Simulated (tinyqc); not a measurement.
Threshold-voltage variability of a planar MOSFET, analytic estimates: a gate of 8 grains.

Three independent sources add in quadrature: random dopants in the depleted layer, metal-gate grains of two orientations, and roughness of the two gate edges acting through the roll-off VT = VT(long) - Vr exp(-L/l). These are first-order estimates: no three-dimensional electrostatics, no percolation.

Each of 8 equal grains has the higher work function with probability p; the threshold shift is dW (j/8 - p) for j such grains, and the off current changes by exp(-shift/(n Vt)).

Values chosen for this exercise; material values close to those of silicon:
- T = 300 K (temperature)
- dW = 0.2 eV (work-function difference of the two grain orientations)
- p = 0.6 (share of the orientation of higher work function)
- n = 1.29 (subthreshold factor)

Constants: q = 1.602176634e-19 C, kB = 1.380649e-23 J/K, Vt = kB T/q. Results are converted to the units shown.

Distribution:
```
j,probability,shift (mV),Ioff factor,probability x factor
0,6.5536e-4,-120.00,36.536,0.023944
1,0.0078643,-95.00,17.265,0.13577
2,0.041288,-70.00,8.1581,0.33683
3,0.12386,-45.00,3.8550,0.47749
4,0.23224,-20.00,1.8216,0.42305
5,0.27869,5.00,0.86077,0.23989
6,0.20902,30.00,0.40674,0.085017
7,0.089580,55.00,0.19220,0.017217
8,0.016796,80.00,0.090821,0.0015254
```

What does the comparison show?

The standard deviation is dW sqrt(p (1 - p)/8) = 34.6 mV. The mean off current is 1.74 times the nominal one; the log-normal formula exp(s^2/(2 (n Vt)^2)) gives 1.72. Devices with j = 3, 12 % of all, carry 27 % of the mean leakage.

tinyqc, about 0.01 s, one thread, Intel Xeon 2.30GHz (shared host): `OMP_NUM_THREADS=1 python tinyqc.py 2090020 2090021 out.jsonl`
